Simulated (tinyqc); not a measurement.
Grain-boundary diffusion: Harrison regimes, Fisher and Le Claire analysis, Hart average: one step, computed by the program tinyqc. Command: `OMP_NUM_THREADS=1 python tinyqc.py 3009553 3009554 out.jsonl gbdiff walk`. One thread of a shared host (Intel(R) Xeon(R) Processor @ 2.30GHz), about 0.01 s of CPU time with the checks.

A boundary is a slab of width delta with diffusivity D_b, normal to a surface held at constant concentration; it leaks into grains of diffusivity D.

Question. Diffusivities. D = D0 exp(-E/(k_B T)), D_b = D0b exp(-E_b/(k_B T)). Triple product P = s delta D_b.

Inputs (values chosen for the exercise, for a model polycrystal):

| quantity | value | unit |
|---|---|---|
| lattice prefactor D0 | 8.3e-06 | m^2/s |
| lattice activation energy E | 2.98 | eV |
| boundary prefactor D0b | 1.2e-05 | m^2/s |
| boundary activation energy E_b | 1.8 | eV |
| boundary width delta | 0.51 | nm |
| segregation factor s | 1 | - |
| temperature T | 919 | K |

Constants: k_B = 8.617333262e-05 eV/K.

Give: D; D_b; triple product P.

Answer.

D = 3.7741e-22 m^2/s

D_b = 1.6144e-15 m^2/s

triple product P = 8.2335e-25 m^3/s
